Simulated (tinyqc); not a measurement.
Where a level does most harm: Shockley-Read-Hall recombination through one deep level.

One level at Et with degeneracy 1: tn = 1/(sn vth Nt), tp = 1/(sp_ vth Nt), n1 = Nc exp((Et - Eg)/kT), p1 = Nv exp(-Et/kT), ni^2 = n1 p1. Equilibrium p0 = Nm, n0 = ni^2/Nm; n = n0 + dn, p = p0 + dn. U = (n p - ni^2)/(tp (n + n1) + tn (p + p1)), lifetime dn/U; emission rates en = sn vth n1, ep = sp_ vth p1.

Constants: kB = 8.617333262e-05 eV/K.

Values chosen for the exercise (gap and densities of states near those of Si at this temperature; not measured data): Eg = 1.134 eV (gap); Nc = 2.77e+19 1/cm^3 (conduction-band density of states); Nv = 1.11e+19 1/cm^3 (valence-band density of states); T = 300 K; Nt = 1.7e+14 1/cm^3 (defects); sn = 3.7e-16 cm^2 (electron capture cross-section); sp_ = 1.6e-14 cm^2 (hole capture cross-section); vth = 17000000 cm/s (thermal velocity, both carriers); Nm = 2.1e+15 1/cm^3 (equilibrium holes for the lifetime steps).

Et takes the values listed; G = Nt en ep/(en + ep) in a depleted region; the lifetime is for dn = 1e11 1/cm^3.

Results:

| Et (eV) | lifetime (microsecond) | G (1/(cm^3 s)) |
|---|---|---|
| 0.068 | 357 | 3.66e+07 |
| 0.159 | 11.5 | 1.24e+09 |
| 0.249 | 1.26 | 4.02e+10 |
| 0.340 | 0.945 | 1.36e+12 |
| 0.431 | 0.935 | 4.59e+13 |
| 0.522 | 0.935 | 1.55e+15 |
| 0.612 | 0.935 | 1.75e+16 |
| 0.703 | 0.935 | 7.95e+14 |
| 0.794 | 0.936 | 2.35e+13 |
| 0.885 | 0.954 | 6.97e+11 |
| 0.975 | 1.54 | 2.14e+10 |
| 1.066 | 21.5 | 6.34e+08 |

Generation peaks where en = ep, at Eg/2 + (kT/2) ln(sp_ Nv/(sn Nc)) = 0.604 eV; the largest value listed is at 0.612 eV, and G falls by a decade for each 0.060 eV away from the peak. The lifetime is within a factor 2 of its minimum, 0.935 microsecond, from 0.249 to 0.975 eV: recombination tolerates a wide range of Et, generation a narrow one.

(tinyqc, `OMP_NUM_THREADS=1 python tinyqc.py 1650341 1650342 out.jsonl`, Intel(R) Xeon(R) Processor @ 2.30GHz, 1 thread, shared host, about 0.01 s.)
